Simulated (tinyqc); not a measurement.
Single-oscillator infrared dielectric function of a polar cubic crystal: one step, computed by the program tinyqc. Command: `OMP_NUM_THREADS=1 python tinyqc.py 3025838 3025839 out.jsonl infrared walk`. One thread of a shared host (Intel(R) Xeon(R) Processor @ 2.30GHz), about 0.01 s of CPU time with the checks.

One ion pair, charges +Z* and -Z*, in a cell of volume Omega = a^3/4. Frequencies omega are given as wavenumbers (1/cm); eps_s is the static dielectric constant.

Question. Optical constants at the probe frequency. eps(omega) = eps_inf + W^2/(omega_TO^2 - omega^2 - i gamma omega); n + i k = sqrt(eps) with k >= 0; R = |(n + i k - 1)/(n + i k + 1)|^2 at normal incidence from vacuum. omega is the probe ratio times omega_TO. Intensity decays over 1/(4 pi omega k); the loss function is Im(-1/eps).

Inputs (values chosen for the exercise, modelled on indium phosphide): omega_TO = 302 1/cm; eps_inf = 9.54; phonon damping gamma = 4 1/cm; probe frequency / omega_TO = 0.852.

Structure: zinc blende. Free carriers: absent.

W = 517.4626 1/cm

Give: omega; Re eps; Im eps; n; k; reflectivity R; penetration depth of the intensity; loss function.

Answer.

omega = 257.304 1/cm

Re eps = 20.23

Im eps = 0.4402

n = 4.498

k = 0.04893

reflectivity R = 0.4049

penetration depth of the intensity = 63.20 micrometre

loss function = 0.001075

Re eps is positive and k is small against n: the wave propagates.
